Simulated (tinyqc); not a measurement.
Phonon transmission through an interface between two chains by Green functions. From conductance G back to junction spring k_b. Computed by tinyqc, a small Python program. Command: `OMP_NUM_THREADS=1 python tinyqc.py 3012158 3012159 out.jsonl agf inv`. One thread of a shared host (Intel(R) Xeon(R) Processor @ 2.30GHz), about 0.06 s of CPU time with the checks.

Two semi-infinite chains (masses m_1, m_2; springs k_1, k_2), motion along the chain. The central region holds the end atom of each chain and three interlayer atoms of mass m_b, joined by springs k_b. lambda = omega^2 in eV/(angstrom^2 u); nu = 15.6333042 THz x sqrt(lambda).

Inputs (values chosen for the exercise, for two model chains):
```
quantity                          value           unit
mass m_1                           59.6              u
spring k_1                         9.38  eV/angstrom^2
mass m_2                            309              u
spring k_2                          5.9  eV/angstrom^2
interlayer mass m_b                 168              u
probe frequency / lower band top   0.59              -
temperature T                       300              K
```

Atoms in the interlayer: three.

Constants: nu for 1 eV/(angstrom^2 u) = 15.6333042 THz; h x 1 THz = 4.135667696 meV; k_B = 8.617333262e-05 eV/K; k_B = 1.380649e-23 J/K; h = 6.62607015e-34 J s.

Method:
- nu_max = 15.6333042 THz x 2 sqrt(k/m); impedance Z = sqrt(k m); long-wave transmission 4 Z_1 Z_2/(Z_1 + Z_2)^2; the probe frequency is the given share of the lower band top.
- In chain i, sin(q_i a/2) = nu/nu_max,i. An outgoing wave makes the next atom move as exp(i q_i a) times the end atom, so the lead adds the self-energy Sigma_i = -k_i exp(i q_i a) to the force-constant matrix; Gamma_i = -2 Im Sigma_i = 2 k_i sin(q_i a).
- A = lambda M - K - Sigma over the central atoms, with K_ii the sum of the springs at i, K_(i,i+1) = -k_b; G = inverse of A; transmission = Gamma_1 Gamma_2 |G_(first,last)|^2.
- Landauer conductance G = k_B int tau(nu) x^2 e^x/(e^x - 1)^2 d nu, x = h nu/(k_B T), from 0 to the lower band top (240 Gauss-Legendre points in s from 0 to 1, nu = nu_top sin(pi s/2)); tau is the transmission, and its thermal mean is G over the value for tau = 1 in the same window; the quantum is g_0 = pi^2 k_B^2 T/(3 h).

Problem. A run gave the result below. Find the junction spring k_b, known to lie between 5.8 and 16 eV/angstrom^2.

conductance G = 50.86212 pW/K

Solution.

Each step takes the trial c = (a f_b - b f_a)/(f_b - f_a), f being the result less the target and a, b, c the logarithms of the listed values; c replaces end b, the old b replaces a if the sign of f changed, and otherwise f_a is halved.

Scan of the range:
```
junction spring k_b (eV/angstrom^2)  conductance G (pW/K)
5.80                                              53.3475
6.87                                              51.8391
8.13                                              50.9368
9.63                                              50.6028
11.40                                             50.3882
13.50                                             49.9345
16.00                                             48.8474
```

False position (Illinois rule, in the logarithm of the input) inside the bracket:
```
step    end a    end b    trial  conductance G (pW/K)
1     8.13000  9.63000  8.44369               50.8309
2     8.13000  8.44369  8.29943               50.8760
3     8.44369  8.29943  8.34362               50.8616
4     8.29943  8.34362  8.34201               50.8621
5     8.29943  8.34201  8.34196               50.8621
6     8.34201  8.34196  8.34199               50.8621
```

Conductance G falls at every point of a 13-point scan of the range (every second point is shown), so one value fits; it is bracketed by 8.13 and 9.63. Answer: junction spring k_b = 8.342 eV/angstrom^2.
